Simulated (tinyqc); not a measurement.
Two-dimensional electron gas with Rashba and Dresselhaus coupling: one step. The matrix. Two cases, with inputs chosen for the exercise.

Problem. H = [[E0, Bx - i By], [Bx + i By, E0]] in meV; diagonalise. Precession period h/(2|B|) = 2 pi hbar/(splitting).

Constants: hbar = 6.58211957e-16 eV s.

Give: H; levels; period.

Case 1.

E0 = 246.42907 meV

Bx, By (meV): 5.278484  -5.490176

Solution.

H (meV):
```
                  up            down
up          246.4291  5.2785+5.4902i
down  5.2785-5.4902i        246.4291
```

levels (meV): 238.8130  254.0451

period = 0.272 ps

Case 2.

E0 = 40.81173 meV

Bx, By (meV): 4.090914  -2.450018

Solution.

H (meV):
```
                  up            down
up           40.8117  4.0909+2.4500i
down  4.0909-2.4500i         40.8117
```

levels (meV): 36.0433  45.5802

period = 0.434 ps

Computed by tinyqc, one run a case: `OMP_NUM_THREADS=1 python tinyqc.py N N+1 out.jsonl` with N = 1451803, 1451967; one thread of a shared Intel(R) Xeon(R) Processor @ 2.30GHz, about 0.01 s a run at most.
